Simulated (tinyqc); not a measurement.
Worked calculation (part 2 of 2): RKS/exchange-only LDA in the sto-6g basis, for BeH2, spin multiplicity 1. Computed by tinyqc, a small Python program that keeps every step (integrals from PySCF). Command: `OMP_NUM_THREADS=1 python tinyqc.py 25551 25552 out.jsonl` (the two numbers bound the seeds that draw the settings). One thread of a shared host (Intel(R) Xeon(R) Processor @ 2.60GHz), about 0.6 s of CPU time with the checks.

Geometry (angstrom):
```
atom       x        y       z
Be    0.0000   0.0000  0.0000
H     0.0000   1.6910  0.0000
H     0.0000  -1.6960  0.0000
```

## Iteration 34 (converged): orbitals

converged F (hartree), order 1Be 1s, 1Be 2s, 1Be 2px, 1Be 2py, 1Be 2pz, 2H 1s, 3H 1s:
$$\begin{pmatrix}
-3.6036 & -1.0437 & 0.0000 & 0.0000 & 0.0000 & -0.1365 & -0.1350 \\
-1.0437 & -0.4074 & 0.0000 & -0.0002 & 0.0000 & -0.1597 & -0.1587 \\
0.0000 & 0.0000 & 0.0525 & 0.0000 & 0.0000 & 0.0000 & 0.0000 \\
0.0000 & -0.0002 & 0.0000 & -0.0036 & 0.0000 & -0.1360 & 0.1354 \\
0.0000 & 0.0000 & 0.0000 & 0.0000 & 0.0525 & 0.0000 & 0.0000 \\
-0.1365 & -0.1597 & 0.0000 & -0.1360 & 0.0000 & -0.0700 & -0.0105 \\
-0.1350 & -0.1587 & 0.0000 & 0.1354 & 0.0000 & -0.0105 & -0.0694
\end{pmatrix}$$

X, order 1Be 1s, 1Be 2s, 1Be 2px, 1Be 2py, 1Be 2pz, 2H 1s, 3H 1s:
$$\begin{pmatrix}
-0.0050 & -0.4363 & 0.8936 & 0.0000 & 0.0000 & 0.2962 & 0.0146 \\
0.0151 & 1.0278 & -0.0395 & 0.0000 & 0.0000 & 0.5534 & 0.0279 \\
0.0000 & 0.0000 & 0.0000 & 0.9999 & -0.0118 & 0.0000 & 0.0000 \\
1.0960 & -0.0135 & -0.0004 & 0.0000 & 0.0000 & -0.0290 & 0.5649 \\
0.0000 & 0.0000 & 0.0000 & 0.0118 & 0.9999 & 0.0000 & 0.0000 \\
-0.7917 & -0.6147 & -0.3441 & 0.0000 & 0.0000 & 0.3319 & 0.4137 \\
0.7725 & -0.6338 & -0.3456 & 0.0000 & 0.0000 & 0.3723 & -0.3779
\end{pmatrix}$$

Diagonalise F' = X^T F X, C = X C', fill 3 alpha and 3 beta electrons from the bottom; D = 2 C_occ C_occ^T. Each column has its largest component positive (the first on a tie).

F' = X^T F X (hartree):
$$\begin{pmatrix}
0.3886 & -0.0034 & 0.0058 & 0.0000 & 0.0000 & 0.0006 & 0.0367 \\
-0.0034 & 0.0178 & 0.6261 & 0.0000 & 0.0000 & 0.2903 & 0.0140 \\
0.0058 & 0.6261 & -2.6649 & 0.0000 & 0.0000 & -1.4220 & -0.0712 \\
0.0000 & 0.0000 & 0.0000 & 0.0525 & 0.0000 & 0.0000 & 0.0000 \\
0.0000 & 0.0000 & 0.0000 & 0.0000 & 0.0525 & 0.0000 & 0.0000 \\
0.0006 & 0.2903 & -1.4220 & 0.0000 & 0.0000 & -0.9842 & -0.0426 \\
0.0367 & 0.0140 & -0.0712 & 0.0000 & 0.0000 & -0.0426 & -0.1436
\end{pmatrix}$$

orbital energies (hartree): MO1 -3.6088, MO2 -0.1828, MO3 -0.1439, MO4 0.0525, MO5 0.0525, MO6 0.1582, MO7 0.3912

coefficients C, order 1Be 1s, 1Be 2s, 1Be 2px, 1Be 2py, 1Be 2pz, 2H 1s, 3H 1s:
$$\begin{pmatrix}
0.9888 & -0.2237 & 0.0016 & 0.0000 & 0.0000 & -0.2218 & -0.0010 \\
0.0432 & 0.6733 & -0.0055 & 0.0000 & 0.0000 & 0.9539 & 0.0056 \\
0.0000 & 0.0000 & 0.0000 & 0.9993 & 0.0380 & 0.0000 & 0.0000 \\
0.0000 & 0.0036 & 0.4891 & 0.0000 & 0.0000 & -0.0037 & 1.1323 \\
0.0000 & 0.0000 & 0.0000 & -0.0380 & 0.9993 & 0.0000 & 0.0000 \\
-0.0075 & 0.3649 & 0.4461 & 0.0000 & 0.0000 & -0.7062 & -0.7572 \\
-0.0075 & 0.3584 & -0.4520 & 0.0000 & 0.0000 & -0.7109 & 0.7491
\end{pmatrix}$$

D after iteration 34, order 1Be 1s, 1Be 2s, 1Be 2px, 1Be 2py, 1Be 2pz, 2H 1s, 3H 1s:
$$\begin{pmatrix}
2.0554 & -0.2159 & 0.0000 & 0.0000 & 0.0000 & -0.1767 & -0.1766 \\
-0.2159 & 0.9106 & 0.0000 & -0.0005 & 0.0000 & 0.4859 & 0.4869 \\
0.0000 & 0.0000 & 0.0000 & 0.0000 & 0.0000 & 0.0000 & 0.0000 \\
0.0000 & -0.0005 & 0.0000 & 0.4784 & 0.0000 & 0.4390 & -0.4396 \\
0.0000 & 0.0000 & 0.0000 & 0.0000 & 0.0000 & 0.0000 & 0.0000 \\
-0.1767 & 0.4859 & 0.0000 & 0.4390 & 0.0000 & 0.6645 & -0.1416 \\
-0.1766 & 0.4869 & 0.0000 & -0.4396 & 0.0000 & -0.1416 & 0.6656
\end{pmatrix}$$

Within a degenerate level the vectors are fixed only up to a rotation; this is one choice.

## Convergence

Stop when the energy changes by less than 1e-10 hartree and every element of the error matrix X^T (F D S - S D F) X is below 3e-06.

Course of the cycle:
```
iteration  E (hartree)     change  largest element of the error matrix
1           -14.384303          -                             7.13e-01
2           -14.875276  -4.91e-01                             1.63e-01
3           -15.043084  -1.68e-01                             2.95e-02
4           -15.127434  -8.44e-02                             1.86e-02
5           -15.169541  -4.21e-02                             7.77e-03
6           -15.190624  -2.11e-02                             3.94e-03
7           -15.201162  -1.05e-02                             2.01e-03
8           -15.206430  -5.27e-03                             1.03e-03
9           -15.209064  -2.63e-03                             5.13e-04
10          -15.210381  -1.32e-03                             2.56e-04
11          -15.211039  -6.58e-04                             1.28e-04
12          -15.211368  -3.29e-04                             6.40e-05
13          -15.211533  -1.65e-04                             3.20e-05
14          -15.211615  -8.23e-05                             1.60e-05
...                ...        ...                                  ...
21          -15.211697  -6.43e-07                             1.25e-07
22          -15.211697  -3.21e-07                             6.25e-08
23          -15.211697  -1.61e-07                             3.12e-08
24          -15.211697  -8.04e-08                             1.56e-08
25          -15.211697  -4.02e-08                             7.81e-09
26          -15.211697  -2.01e-08                             3.90e-09
27          -15.211697  -1.00e-08                             1.95e-09
28          -15.211697  -5.02e-09                             9.76e-10
29          -15.211697  -2.51e-09                             4.88e-10
30          -15.211697  -1.26e-09                             2.44e-10
31          -15.211697  -6.28e-10                             1.22e-10
32          -15.211697  -3.14e-10                             6.10e-11
33          -15.211697  -1.57e-10                             3.05e-11
34          -15.211697  -7.85e-11                             1.52e-11
```

PySCF RKS in the same basis, fine grid = -15.211726 hartree

Converged in 34 iterations. The coarse grid moves the energy by +2.84e-05 hartree.

## Populations, bond orders and dipole

overlap S, order 1Be 1s, 1Be 2s, 1Be 2px, 1Be 2py, 1Be 2pz, 2H 1s, 3H 1s:
$$\begin{pmatrix}
1.0000 & 0.2548 & 0.0000 & 0.0000 & 0.0000 & 0.0329 & 0.0325 \\
0.2548 & 1.0000 & 0.0000 & 0.0000 & 0.0000 & 0.3288 & 0.3271 \\
0.0000 & 0.0000 & 1.0000 & 0.0000 & 0.0000 & 0.0000 & 0.0000 \\
0.0000 & 0.0000 & 0.0000 & 1.0000 & 0.0000 & 0.4126 & -0.4109 \\
0.0000 & 0.0000 & 0.0000 & 0.0000 & 1.0000 & 0.0000 & 0.0000 \\
0.0329 & 0.3288 & 0.0000 & 0.4126 & 0.0000 & 1.0000 & 0.0107 \\
0.0325 & 0.3271 & 0.0000 & -0.4109 & 0.0000 & 0.0107 & 1.0000
\end{pmatrix}$$

Mulliken: Z minus the diagonal of D S on the atom; Loewdin: the same with S^(1/2) D S^(1/2); Mayer order: 2 sum_s sum (D(s) S)_ij (D(s) S)_ji over the two atoms.

Charges (e):
```
atom  Mulliken  Loewdin
1Be    -0.0037  -0.0049
2H      0.0019   0.0025
3H      0.0017   0.0024
```

Mayer bond orders:
```
pair   order
2-1   0.9739
3-1   0.9739
3-2   0.0261
```

dipole moment about the origin, x y z (debye): [0.0000, 0.0012, 0.0000]
